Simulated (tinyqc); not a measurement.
# MOSFET in the linear regime without short-channel effects, parameter extraction from computed curves, step by step

Computed by the program tinyqc: `OMP_NUM_THREADS=1 python tinyqc.py 2210043 2210044 out.jsonl`, one thread of a shared Intel Xeon 2.30GHz, about 0.01 s for the whole run. Printed values are rounded.

Inversion charge Q = Cox n Vt W0(exp((Vg - VT)/(n Vt))), W0 the Lambert function and n = nf; u = Q/Cox; mobility mu = mu0/(1 + th1 u + th2 u^2); channel resistance Rch = (L - dL)/(W mu Q); Id = Vd/(Rch + Rsd/W). Cox = eps0 eox/tox. Small Vd, no channel-length or drain effects.

Values chosen for this exercise; channel values of the order met in silicon transistors:
- T = 300 K (temperature)
- eox = 8.92 (relative permittivity of the gate insulator (close to aluminium oxide))
- tox = 9.8 nm (insulator thickness)
- mu0 = 260 cm^2/(V s) (low-field mobility)
- th1 = 0.29 1/V (first mobility attenuation factor)
- th2 = 0 1/V^2 (second mobility attenuation factor)
- VT = 0.48 V (threshold voltage)
- nf = 1.4 (body factor)
- W = 1 um (gate width)
- L = 0.084 um (drawn gate length)
- dL = 0.013 um (drawn less effective length)
- Rsd = 300 ohm um (source plus drain resistance)
- Vd = 0.02 V (drain voltage)

Constants: q = 1.602176634e-19 C, kB = 1.380649e-23 J/K, Vt = kB T/q, eps0 = 8.8541878128e-14 F/cm where lengths are in cm. Results are converted to the units shown.

## Transfer curve

| point | Vg (V) |
|---|---|
| 0 | 0.32 |
| 1 | 0.4 |
| 2 | 0.48 |
| 3 | 0.56 |
| 4 | 0.64 |
| 5 | 0.72 |
| 6 | 0.8 |
| 7 | 0.88 |
| 8 | 0.96 |
| 9 | 1.04 |

u, mu, Rch and Id as defined.

| point | u (V) | mu (cm^2/(V s)) | Rch (ohm) | Id (uA) |
|---|---|---|---|---|
| 0 | 4.30077e-4 | 259.968 | 7.87963e5 | 0.0253723 |
| 1 | 0.00359370 | 259.729 | 94386.1 | 0.211224 |
| 2 | 0.0205265 | 258.461 | 16605.8 | 1.18303 |
| 3 | 0.0610671 | 255.476 | 5646.95 | 3.36307 |
| 4 | 0.117408 | 251.439 | 2984.28 | 6.08962 |
| 5 | 0.181619 | 246.991 | 1963.94 | 8.83416 |
| 6 | 0.250047 | 242.421 | 1453.38 | 11.4066 |
| 7 | 0.321006 | 237.857 | 1153.83 | 13.7568 |
| 8 | 0.393625 | 233.362 | 959.090 | 15.8845 |
| 9 | 0.467407 | 228.964 | 823.205 | 17.8062 |

## Threshold and mobility at the peak transconductance

gm_i = (Id_(i+1) - Id_(i-1))/(Vg_(i+1) - Vg_(i-1)); at the point j of largest gm the tangent meets the axis at V_ext = Vg_j - Id_j/gm_j; field-effect mobility gm_j L/(W Cox Vd) with the drawn L.

| point | gm (uS) |
|---|---|
| 1 | 7.23533 |
| 2 | 19.6990 |
| 3 | 30.6662 |
| 4 | 34.1943 |
| 5 | 33.2308 |
| 6 | 30.7664 |
| 7 | 27.9871 |
| 8 | 25.3088 |

j = 4
V_ext = 0.461912 V
field-effect mobility = 178.203 cm^2/(V s)

V_ext is 18 mV below the model VT, and the mobility so found is 42 % below mu0 L/(L - dL) = 308 cm^2/(V s), the value for the drawn L; attenuation, series resistance and the slow approach of Q to a straight line all lower the peak gm.

## The Y function

Y_i = Id_i/sqrt(gm_i). For Id = beta Vd x/(1 + th x), x = Vg - VT, Y = sqrt(beta Vd) x whatever th. Slope s from points 5 and 8; VT_Y = Vg - Y/s at point 8; beta = s^2/Vd; mobility beta L/(W Cox) with the drawn L; th* = (beta Vd x/Id - 1)/x at point 8.

| point | Y (uA^0.5 V^0.5) |
|---|---|
| 1 | 0.0785262 |
| 2 | 0.266546 |
| 3 | 0.607303 |
| 4 | 1.04139 |
| 5 | 1.53248 |
| 6 | 2.05644 |
| 7 | 2.60039 |
| 8 | 3.15746 |

s = 6.77074 uA^0.5 V^-0.5
VT_Y = 0.493661 V
beta = 2292.15 uA/V^2
mobility from Y = 238.910 cm^2/(V s)
th* = 0.741654 1/V

The mobility from Y is 22 % below mu0 L/(L - dL) = 308 cm^2/(V s), which it should reach in deep inversion when th2 = 0. th* compares with th1 + mu0 Cox Rsd/(L - dL) = 1.18 1/V, since series resistance enters like th1. The match is poor here: at these overdrives Q is not yet a straight line in Vg.
